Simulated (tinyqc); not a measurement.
Ballistic conductance of a hard-wall wire of circular section by counting modes: one step of the calculation.

Subband edges E_(l,s) = C (j_(l,s)/a)^2/m with j_(l,s) the s-th zero of the Bessel function J_l; levels with l > 0 count twice; C = hbar^2/(2 m0). Every mode transmits fully; spin gives the factor 2 in 2 q^2/h, valleys the factor gv.

Task. Subband edges and their occupation. List the edges below Et; each adds its degeneracy times f = 1/(1 + exp((E_n - Ef)/Vt)) to the thermal mode count.

Parameters, values chosen for the exercise:
```
symbol,value,unit,meaning
T,300,K,temperature
m,0.46,m0,mass
Ef,0.324,eV,Fermi energy above the bulk band edge
a,4,nm,radius
Et,0.427,eV,highest subband edge listed
```

Constants: q = 1.602176634e-19 C, kB = 1.380649e-23 J/K, hbar = 1.054571817e-34 J s, m0 = 9.1093837015e-31 kg, Vt = kB T/q, hbar^2/(2 m0) = 0.0380998212 eV nm^2. Results are converted to the units shown.

Find: edge; degeneracy; f.

Result.

```
mode,edge (eV),degeneracy,f
"0,1",0.0299,1,1.000
"1,1",0.0760,2,1.000
"2,1",0.1365,2,0.999
"0,2",0.1577,1,0.998
"3,1",0.2107,2,0.988
"1,2",0.2548,2,0.936
"4,1",0.2981,2,0.732
"2,2",0.3668,2,0.161
"0,3",0.3877,1,0.079
"5,1",0.3983,2,0.053
```

Computed by the program tinyqc: `OMP_NUM_THREADS=1 python tinyqc.py 2740042 2740043 out.jsonl`, one thread of a shared Intel Xeon 2.30GHz, about 0.04 s for the whole run.
